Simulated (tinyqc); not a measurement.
What each parameter does: band-to-band tunnelling across a p-n junction in a two-band chain.

Sites alternate A at -Eg/2 and C at +Eg/2 with hopping -t; near the edges, with k counted from the zone boundary pi/a, E^2 = (Eg/2)^2 + (t a k)^2, so t = sqrt(c Eg/m)/a gives the mass m, c = hbar^2/2m0. In the gap cosh(q a) = 1 + (Eg^2/4 - e^2)/(2 t^2), e the energy from the local mid-gap. The potential is V0 = Eg + ov on the p side (left), 0 on the n side, and falls linearly over the 2N sites of the junction, V_j = V0 (1 - j/(2N + 1)), j = 1 to 2N, site 1 being A. E = Eg/2 + x ov. A half chain that ends on a site of level e1 with neighbour e2 has g = (1 + z)/(E - e1), z = exp(-/+ i k a) the root with Im g < 0, cos(k a) = (E - e1)(E - e2)/(2 t^2) - 1. S_L = t^2 g (ending on C, shifted by V0), S_R = t^2 g (starting on A). T = 4 Im(S_L) Im(S_R) |G_(1,2N)|^2.

Constants: hbar^2/2m0 = 3.80998211 eV angstrom^2.

Values chosen for the exercise (gap and mass near those of Ge (direct gap); the results hold for these values, not for the real material):
- Eg = 0.82 eV (gap)
- m = 0.0416 m0 (mass of electron and light hole)
- a = 6 angstrom (period (two sites))
- ov = 0.13 eV (overlap: top of the valence band on the p side above the conduction edge on the n side)
- Nw = 15 (periods in the junction)
- x = 0.38 (energy above the n-side conduction edge, as a share of ov)

N = Nw; WKB exponent 2 I/F with I = pi Eg^2/(8 t a), F = V0/((2N + 1) a/2).

One parameter was then changed.

Results before and after:

| case | F (MV/cm) | exponent | log10 T of the chain |
|---|---|---|---|
| base | 1.0215 | 5.9656 | -2.3399 |
| changed | 1.0215 | 5.9656 | -2.3467 |

Which of these changes was made? (a) Eg = 0.902 eV; (b) a = 6.5 angstrom; (c) Nw = 18; (d) x = 0.65; (e) ov = 0.18 eV; (f) m = 0.04576 m0.

Answer: (d) x = 0.65. Of the candidates, run in turn, only this one gives the changed row.

All candidates:

| case | F (MV/cm) | exponent | log10 T of the chain |
|---|---|---|---|
| base | 1.0215 | 5.9656 | -2.3399 |
| Eg = 0.902 eV | 1.1097 | 6.3356 | -2.4992 |
| m = 0.04576 m0 | 1.0215 | 6.2568 | -2.4603 |
| ov = 0.18 eV | 1.0753 | 5.6673 | -2.2097 |
| Nw = 18 | 0.8559 | 7.1202 | -2.8228 |
| x = 0.65 | 1.0215 | 5.9656 | -2.3467 |
| a = 6.5 angstrom | 0.9429 | 6.4627 | -2.5459 |

(tinyqc, `OMP_NUM_THREADS=1 python tinyqc.py 1481179 1481180 out.jsonl`, Intel(R) Xeon(R) Processor @ 2.30GHz, 1 thread, shared host, about 0.01 s.)
